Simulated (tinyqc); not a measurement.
Full law against its linear and parabolic limits: Deal-Grove kinetics of thermal oxidation of silicon. Computed by tinyqc, a small Python program. Command: `OMP_NUM_THREADS=1 python tinyqc.py 3006457 3006458 out.jsonl oxide walk`. One thread of a shared host (Intel(R) Xeon(R) Processor @ 2.30GHz), about 0.06 s of CPU time with the checks.

Oxidant diffuses through the oxide and reacts at the interface, so that dx/dt = B/(A + 2x) for the oxide thickness x.

Inputs (values chosen for the exercise, close to those used for silicon):
```
quantity                       value    unit
prefactor B0                     768  um^2/h
activation energy E_B           1.24      eV
prefactor (B/A)0            5.86e+06    um/h
activation energy E_A           2.02      eV
temperature T                   1175       C
oxidant pressure p                 5     atm
pressure exponent m of B/A       0.7       -
initial oxide x_i              0.025      um
time t                           2.9       h
```

Ambient: dry oxygen. Surface: (111).

Constants: k_B = 8.617333262e-05 eV/K.

Method:
- B = B0 p exp(-E_B/(k_B T)), B/A = (B/A)0 p^m exp(-E_A/(k_B T)), p in atm; A = B/(B/A).
- Temperatures in kelvin are T(C) + 273.15.
- tau = (x_i^2 + A x_i)/B and x = (A/2) [sqrt(1 + 4 B (t + tau)/A^2) - 1], the root of x^2 + A x = B (t + tau).
- Silicon consumed is 0.44 times the oxide grown; the rate is B/(A + 2x).
- Linear limit x = (B/A)(t + tau); parabolic limit x = sqrt(B (t + tau)).

tau = 0.0181784 h

length A = 0.110071 um

parabolic constant B = 0.185757 um^2/h

linear constant B/A = 1.68762 um/h

Thickness (um):
```
t (h)    full  linear limit  parabolic limit    2x/A
0.05   0.0702    1.1506e-01           0.1125   1.276
0.1    0.1030    1.9944e-01           0.1482   1.872
0.25   0.1748    4.5258e-01           0.2232   3.177
0.5    0.2601    8.7449e-01           0.3103   4.725
1      0.3833    1.7183e+00           0.4349   6.965
2      0.5597    3.4059e+00           0.6123  10.170
4      0.8107    6.7812e+00           0.8639  14.730
8      1.1666    1.3532e+01           1.2204  21.198
16     1.6708    2.7033e+01           1.7250  30.359
32     2.3844    5.4035e+01           2.4388  43.324
```

Both limits lie above the full result, since each drops one resistance. The linear law overshoots by 64 % in the first row and 2200 % in the last, the parabolic law by 60 % and 2.3 %. The parabolic law is the better one in every row, as 2x/A stays above 1.24.
